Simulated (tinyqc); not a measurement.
Worked calculation: polytypes and stacking faults of a tetrahedral semiconductor in an axial Ising model with couplings up to third neighbours. Computed by tinyqc, a small Python program that keeps every step. Command: `OMP_NUM_THREADS=1 python tinyqc.py 3009220 3009221 out.jsonl polytype walk`. One thread of a shared host (Intel(R) Xeon(R) Processor @ 2.30GHz), about 0.01 s of CPU time with the checks. Intermediate numbers are printed to about 6 digits and carried at full precision; extremes and crossings named in words are read from the listed rows.

Each double layer has s = +1 or -1 for the sense of its stacking step; E per pair of atoms = E0 - sum_n J_n <s_i s_(i+n)>, n = 1, 2, 3. Hexagonality h = (1 - <s_i s_(i+1)>)/2.

Inputs (values chosen for the exercise, for a model crystal):

| quantity | value | unit |
|---|---|---|
| J1 | 7.54 | meV/pair |
| J2 | -0.371 | meV/pair |
| J3 | -0.6 | meV/pair |
| basal lattice constant a | 3.84 | angstrom |
| shear modulus G | 68 | GPa |
| Poisson ratio nu | 0.23 | - |
| gap of 3C | 1.17 | eV |
| gap of 4H | 1.1 | eV |
| binding energy of the fault level E_b | 0.054 | eV |
| in-plane mass m | 0.41 | m0 |
| effective density of states N_c at 300 K | 2.5e+19 | 1/cm^3 |
| electron density n | 2.2e+18 | 1/cm^3 |
| temperature T | 450 | K |

Host polytype: 3C.

Constants: 1 eV/angstrom^2 = 16.02176634 J/m^2; m_0 = 9.1093837015e-31 kg; hbar = 1.054571817e-34 J s; k_B = 1.380649e-23 J/K; k_B = 8.617333262e-05 eV/K.

## Energies of the polytypes

correlations of the repeat units 3C (+), 2H (+-), 4H (++--), 6H (+++---), 15R (+++--), 8H (++++----), 21R (++++---), 9R (++-):
```
        n = 1     n = 2     n = 3
3C    1.00000   1.00000   1.00000
2H   -1.00000   1.00000  -1.00000
4H    0.00000  -1.00000   0.00000
6H    0.33333  -0.33333  -1.00000
15R   0.20000  -0.60000  -0.60000
8H    0.50000   0.00000  -0.50000
21R   0.42857  -0.14286  -0.71429
9R   -0.33333  -0.33333   1.00000
```

E - E(3C) = sum_n J_n (1 - C_n), C_n = <s_i s_(i+n)>. The gap is taken linear in h between 3C (h = 0) and 4H (h = 1/2), a rough rule, with a dash beyond.

Polytypes:

| polytype | h | E - E(3C) (meV/pair) | gap by the linear rule (eV) |
|---|---|---|---|
| 3C | 0.00000 | 0.0000 | 1.17000 |
| 2H | 1.00000 | 13.8800 | - |
| 4H | 0.50000 | 6.1980 | 1.10000 |
| 6H | 0.33333 | 3.3320 | 1.12333 |
| 15R | 0.40000 | 4.4784 | 1.11400 |
| 8H | 0.25000 | 2.4990 | 1.13500 |
| 21R | 0.28571 | 2.8560 | 1.13000 |
| 9R | 0.66667 | 9.5587 | - |

E(2H) - E(3C) = 13.88 meV/pair

E(4H) - E(3C) = 6.198 meV/pair

E(6H) - E(3C) = 3.332 meV/pair

The lowest is 3C, 2.499 meV/pair below 8H. J1/|J2| = 20.32: for J3 = 0 and J2 < 0 the ground state is 2H below -2, 4H between -2 and 2, and 3C above 2; at 2 itself all periods with bands of two or more layers are degenerate.

## Back from three energies to J1, J2, J3

With d2, d4, d6 the energies of 2H, 4H, 6H over 3C: d2 = 2 J1 + 2 J3, d4 = J1 + 2 J2 + J3, d6 = (2/3) J1 + (4/3) J2 + 2 J3, so J2 = (d4 - d2/2)/2, J3 = (3/4)(d6 - (2/3) d4), J1 = d2/2 - J3.

J1 recovered = 7.54 meV/pair

J2 recovered = -0.371 meV/pair

J3 recovered = -0.6 meV/pair

## Stacking-fault energies

fault coefficients k_n:
```
               J1  J2  J3
intrinsic       4   4   4
extrinsic       4   8   8
twin boundary   2   4   6
```

Faults in 3C: the sequences intrinsic (-), extrinsic (--), twin boundary (+ turns to -) are put between perfect repeats; k_n = (layers x C_n of the host) - sum_i s_i s_(i+n). gamma = sum k_n J_n/A, A = (sqrt 3/2) a^2; 1 meV/angstrom^2 = 16.02177 mJ/m^2.

gamma (mJ/m^2): intrinsic 32.9668, extrinsic 28.0938, twin boundary 12.5413

energy of the glide fault, intrinsic = 32.9668 mJ/m^2

The cheapest is the twin boundary fault.

## Splitting of a basal screw dislocation

Screw line, bounded by the intrinsic fault of energy gamma: b = a, partials b_p = a/sqrt 3; d = G b_p^2 (2 - 3 nu)/(8 pi gamma (1 - nu)). One partial is driven off by the shear stress gamma/b_p along its Burgers vector.

splitting width d = 6.86300 nm

stress to open the fault = 148.698 MPa

## Electronic energy gained by the fault

The fault binds electrons in a two-dimensional band E_b below the conduction edge, g2 = m m0/(pi hbar^2) for one valley. With the Fermi level held by the bulk, eta = ln[n/N_c(T)], N_c(T) = N_c (T/300)^1.5, the grand potential falls by g2 (k_B T)^2 F1(x), x = eta + E_b/(k_B T), F1(x) = integral from 0 to infinity of ln(1 + exp(x - t)) dt; sheet density g2 k_B T ln(1 + e^x). Band bending by the trapped charge is left out, so the gain is an upper bound. Net fault energy = gamma of the intrinsic fault less the electronic gain.

x = -1.64607

sheet density = 1.17095e+12 1/cm^2

electronic gain = 0.0760196 mJ/m^2

net fault energy = 32.8908 mJ/m^2

The gain offsets 0.23 % of the fault energy. Caution: rows with n above 0.3 N_c(T) are near degeneracy, where eta = ln(n/N_c) underestimates the Fermi level.

## Gain against electron density

The formulas are those given above.

At T:

| n (1/cm^3) | x | sheet density (1/cm^2) | gain (mJ/m^2) | gain/gamma | gain/gamma at T + 200 K |
|---|---|---|---|---|---|
| 1.00e+14 | -11.6449 | 5.82051e+07 | 3.61624e-06 | 1.09694e-07 | 8.58911e-08 |
| 1.00e+15 | -9.3423 | 5.82028e+08 | 3.61617e-05 | 1.09691e-06 | 8.58905e-07 |
| 1.00e+16 | -7.0397 | 5.81799e+09 | 3.61546e-04 | 1.09670e-05 | 8.58841e-06 |
| 1.00e+17 | -4.7371 | 5.79518e+10 | 3.60836e-03 | 1.09454e-04 | 8.58206e-05 |
| 1.00e+18 | -2.4345 | 5.57947e+11 | 3.53996e-02 | 1.07380e-03 | 8.51951e-04 |
| 5.00e+18 | -0.8251 | 2.41344e+12 | 1.64117e-01 | 4.97825e-03 | 4.12982e-03 |
| 2.00e+19 | 0.5612 | 6.72525e+12 | 5.35392e-01 | 1.62403e-02 | 1.49624e-02 |

For x well below 0 the gain is k_B T times the sheet density and linear in n; for x well above 0 the well fills and the gain grows only about as x^2. It stays below the fault energy in all rows; 200 K more changes it by a factor 0.78 at 1e16.

Checks made by the program: the recovered constants (relative difference below 1e-10).
